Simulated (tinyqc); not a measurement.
Inside a calculation. Method: plane-wave Kohn-Sham cycle with exchange-only LDA in a layered model solid. One step of it, computed by the program tinyqc.

Question. Iteration 1: potential. V_H(G) = 4 pi rho(G)/G^2 for G != 0 (uniform background); v_x = -(3 rho/pi)^(1/3); V = V_ext + V_H + v_x; Fourier components f(G_m) = (1/N) sum_j f(x_j) exp(-i G_m x_j).

A solid whose potential varies along x alone (atomic units):
```
parameter                      value
period a                    4.700000
cross-section of the cell  10.000000
electrons per cell                 2
grid points                       16
plane waves -n..n, n               3
k points                           4
V1 in V1 cos(2 pi x/a)     -0.520000
```

density at the start, on the grid x_j = j a/N (e/bohr^3): 0.04255319  0.04255319  0.04255319  0.04255319  0.04255319  0.04255319  0.04255319  0.04255319  0.04255319  0.04255319  0.04255319  0.04255319  0.04255319  0.04255319  0.04255319  0.04255319

Give: Potentials on the grid; V(G_m), m = 0, 1, 2, ....

Answer.

Potentials on the grid (hartree):
```
x       V_ext    V_H     v_x       V
0.000  -0.520  0.000  -0.344  -0.864
0.294  -0.480  0.000  -0.344  -0.824
0.588  -0.368  0.000  -0.344  -0.711
0.881  -0.199  0.000  -0.344  -0.543
1.175       0  0.000  -0.344  -0.344
1.469   0.199  0.000  -0.344  -0.145
1.762   0.368  0.000  -0.344   0.024
2.056   0.480  0.000  -0.344   0.137
2.350   0.520  0.000  -0.344   0.176
2.644   0.480  0.000  -0.344   0.137
2.938   0.368  0.000  -0.344   0.024
3.231   0.199  0.000  -0.344  -0.145
3.525       0  0.000  -0.344  -0.344
3.819  -0.199  0.000  -0.344  -0.543
4.112  -0.368  0.000  -0.344  -0.711
4.406  -0.480  0.000  -0.344  -0.824
```

V(G_m), m = 0, 1, 2, ... (hartree): -0.344  -0.260  0.000  0.000  0.000  0.000  0.000
